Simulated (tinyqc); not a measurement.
Inputs raised by 10 %, one at a time: two-dimensional dopant profile at a mask edge: lateral junction, overlap and effective channel length. Computed by tinyqc, a small Python program. Command: `OMP_NUM_THREADS=1 python tinyqc.py 3026775 3026776 out.jsonl lateral sens`. One thread of a shared host (Intel(R) Xeon(R) Processor @ 2.30GHz), about 0.01 s of CPU time with the checks.

Ions enter for y < 0; the mask (spacer, then gate) covers y > 0. x is the depth. The surface reflects dopant during the anneal.

Inputs (values chosen for the exercise, modelled on a source-drain extension in silicon):
```
quantity               value    unit
dose Q               9.3e+14  1/cm^2
projected range R_p       10      nm
vertical straggle        4.9      nm
lateral straggle         2.8      nm
anneal budget D t    4.9e-14    cm^2
channel doping C_B   7.9e+17  1/cm^3
gate length L_g          130      nm
offset spacer              6      nm
oxide thickness          3.2      nm
```

Constants: eps_0 = 8.8541878128e-12 F/m.

Method:
- Widths s_x^2 = (vertical straggle)^2 + 2 D t, s_y^2 = (lateral straggle)^2 + 2 D t. C(x, y) = V(x) (1/2) erfc(y/(sqrt2 s_y)), V(x) = Q/(sqrt(2 pi) s_x) [exp(-(x - R_p)^2/(2 s_x^2)) + exp(-(x + R_p)^2/(2 s_x^2))]; 1 nm = 1e-7 cm.
- The vertical junction far from the mask solves V(x) = C_B.
- The lateral junction at depth x solves C = C_B: y_j(x) = sqrt2 s_y erfc^-1(2 C_B/V(x)). Overlap under the gate = y_j(0) - spacer; metallurgical channel L_met = L_g - 2 overlap (tails from the two sides are not added).
- Abruptness at y_j(0) in nm per decade = ln(10) s_y sqrt(pi/2) exp(u^2) erfc(u), u = y_j/(sqrt2 s_y). Overlap capacitance per width = 3.9 eps_0 overlap/t_ox (zero if there is no overlap).

Runs; columns: (1) input moved; (2) from; (3) to; (4) lateral junction y_j(0) (nm); (5) metallurgical channel L_met (nm); (6) lateral abruptness (nm/decade); (7) ratio y_j(0)/x_j:
```
(1)                              (2)        (3)     (4)     (5)     (6)      (7)
base run                           -          -  11.677  118.65  3.1403  0.37335
dose Q (1/cm^2)              9.3e+14  1.023e+15  11.806  118.39  3.1116  0.37567
projected range R_p (nm)          10         11  11.247  119.51  3.2394  0.34846
vertical straggle (nm)           4.9       5.39  11.843  118.31  3.1036  0.36229
lateral straggle (nm)            2.8       3.08  12.210  117.58  3.2836  0.39038
anneal budget D t (cm^2)     4.9e-14   5.39e-14  12.035  117.93  3.2178  0.38135
channel doping C_B (1/cm^3)  7.9e+17   8.69e+17  11.546  118.91  3.1698  0.37098
offset spacer (nm)                 6        6.6  11.677  119.85  3.1403  0.37335
```

Exponents ln(y'/y) / ln(x'/x):
```
input                lateral junction y_j(0)  metallurgical channel L_met  lateral abruptness  ratio y_j(0)/x_j
dose Q                                 0.116                       -0.023              -0.096             0.065
projected range R_p                   -0.394                        0.076               0.326            -0.724
vertical straggle                      0.148                       -0.029              -0.124            -0.315
lateral straggle                       0.468                       -0.095               0.468             0.468
anneal budget D t                      0.317                       -0.064               0.256             0.223
channel doping C_B                    -0.118                        0.023               0.098            -0.067
offset spacer                          0.000                        0.106               0.000             0.000
```

To which inputs is each result most sensitive?

Among the inputs moved here: lateral junction y_j(0) answers most in size to lateral straggle (exponent +0.468), next to projected range R_p (-0.394); its exponent is below 0.0005 for offset spacer. Metallurgical channel L_met answers most in size to offset spacer (exponent +0.106), next to lateral straggle (-0.095). Lateral abruptness answers most in size to lateral straggle (exponent +0.468), next to projected range R_p (+0.326); its exponent is below 0.0005 for offset spacer. Ratio y_j(0)/x_j answers most in size to projected range R_p (exponent -0.724), next to lateral straggle (+0.468); its exponent is below 0.0005 for offset spacer.

Caution (all rows): the peak exceeds usual solubilities, so part of the dose is inactive and diffusion is concentration dependent. Caution (all rows): the profile peaks below the surface, where the junction reaches further under the gate than y_j(0); the overlap given is the one at the surface.

Extremes, crossings and ranges named in words are read from the listed rows.
